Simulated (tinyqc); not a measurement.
Raman line shape of confined optical phonons and breathing modes of small crystals: one step, computed by the program tinyqc. Command: `OMP_NUM_THREADS=1 python tinyqc.py 3004089 3004090 out.jsonl confine walk`. One thread of a shared host (Intel(R) Xeon(R) Processor @ 2.30GHz), about 0.02 s of CPU time with the checks.

Confinement in 3 direction(s) lets phonons with q away from zero scatter light. q is in units of 2 pi/a, from 0 to 1, and the branch is isotropic: omega(q)^2 = (omega_0^2 + omega_X^2)/2 + ((omega_0^2 - omega_X^2)/2) cos(pi q). The model and its constant beta are phenomenological; beta = 8 is the common choice.

Problem. Range of wave vectors. Weight W(q) = q^2 exp(-(2 L q/a)^2/(2 beta)) dq, that is exp(-k^2 L^2/(2 beta pi^2)) for k = 2 pi q/a. Width q_c = a sqrt(2 beta)/(2 L), where the exponential falls to 1/e; curvature of the branch: omega(q) = omega_0 - c q^2, c = pi^2 (omega_0^2 - omega_X^2)/(8 omega_0); for small q_c the mean of q^2 is (number of confined directions) q_c^2/2, and the mean shift is -c times that.

Inputs (values chosen for the exercise, modelled on germanium):
```
quantity                                value      unit
bulk frequency omega_0                  300.5      1/cm
frequency at the zone boundary omega_X    237      1/cm
lattice constant a                      5.658  angstrom
size L                                    3.7        nm
confinement constant beta                   8         -
```

Shape: sphere.

Give: q_c; curvature c; mean shift, quadratic estimate; omega(q_c) - omega_0.

Solution.

q_c = 0.3058 2 pi/a

curvature c = 140.1 1/cm

mean shift, quadratic estimate = -19.66 1/cm

omega(q_c) - omega_0 = -12.38 1/cm
